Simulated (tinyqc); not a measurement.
MOS capacitor on a p-type substrate, surface potential from the exact charge relation: two steps of the calculation.

Uniform p-type substrate, Boltzmann statistics, full ionisation, classical densities. psi is the surface potential against the body (positive when the bands bend down) and u = psi/Vt. Traps are spread evenly over the gap and neutral at flat band, so their charge is -q Dit psi; the minority quasi-Fermi level is shifted by Vb.

Values chosen for this exercise; band and dielectric values close to those of 4H silicon carbide: temperature T = 273 K; band gap Eg = 3.25 eV; relative permittivity eps_r = 9.83; conduction-band density of states at T Nc = 1.49e19 cm^-3; valence-band density of states at T Nv = 2.18e19 cm^-3; acceptor density of the substrate N = 1.8e17 cm^-3; relative permittivity of the gate insulator (close to silicon dioxide) eox = 3.9; insulator thickness tox = 1.5 nm; fixed charge at the interface, in units of q Nf = 0 cm^-2; density of interface traps Dit = 0 cm^-2 eV^-1; reverse bias of the inversion layer against the body Vb = 0 V; gate voltage against the body Vg = -3.58 V.

Constants: q = 1.602176634e-19 C, kB = 1.380649e-23 J/K, Vt = kB T/q, eps0 = 8.8541878128e-14 F/cm where lengths are in cm. Results are converted to the units shown.

Task 1. Newton step for the surface potential. u = psi/Vt; F^2 = exp(-u) + u - 1 + r (exp(u) - u - 1); Qs = -sign(u) Q0 F; Cs = -dQs/dpsi = (Q0/Vt) |1 - exp(-u) + r (exp(u) - 1)|/(2 F). f = Vfb + psi + (q Dit psi - Qs)/Cox - Vg, f' = 1 + (Cs + q Dit)/Cox, psi(new) = psi - f/f'.

psi after iteration 2 = -0.20882967 V
Cox = 2.3020888 uF/cm^2
Vfb = -2.8571559 V
Q0 = 34.365711 nC/cm^2
r = 1.0086451e-56

Wanted: u; F; Qs; Cs; f; f'; psi after iteration 3.

Result 1.

u = -8.8768
F = 84.581
Qs = 2906.7 nC/cm^2
Cs = 61.855 uF/cm^2
f = -0.74862 V
f' = 27.869
psi after iteration 3 = -0.18197 V

Task 2. Charges, field and capacitances at the solution. ni = sqrt(Nc Nv) exp(-Eg/(2 Vt)), Eg in volts; phiF = Vt ln(N/ni); Cox = eps0 eox/tox; Vfb = phiM - chi - (Eg - Vt ln(Nv/N)) - q Nf/Cox; Q0 = sqrt(2 eps0 eps_r q N Vt); r = (ni/N)^2 exp(-Vb/Vt); VT = Vfb + [(2 phiF + Vb)(1 + q Dit/Cox) + sqrt(2 eps0 eps_r q N (2 phiF + Vb))/Cox].

Low frequency: 1/C_LF = 1/Cox + 1/(Cs + q Dit). High frequency, in the simple estimate in which traps and minority carriers do not follow: 1/C_HF = 1/Cox + 1/Cd, Cd being Cs with r = 0 at the same psi. Minority sheet density N_inv = (Q0/(2 q)) int_0^u r (exp(t) - 1)/F(t) dt for u > 0. Oxide field |Qs - q Dit psi + q Nf|/(eps0 eox).

converged psi = -0.17007359 V

Find: Qs; N_inv; oxide field; Cs; C_LF/Cox; C_HF/Cox.

Result 2.

Qs = 1273 nC/cm^2
N_inv = 0 cm^-2
oxide field = 3.685 MV/cm
Cs = 27.19 uF/cm^2
C_LF/Cox = 0.9219
C_HF/Cox = 0.9219

The surface is in accumulation (borders at |psi| = 0, phiF + Vb and 2 phiF + Vb = 3.03 V).

tinyqc, about 0.01 s, one thread, Intel Xeon 2.30GHz (shared host): `OMP_NUM_THREADS=1 python tinyqc.py 2060106 2060107 out.jsonl`
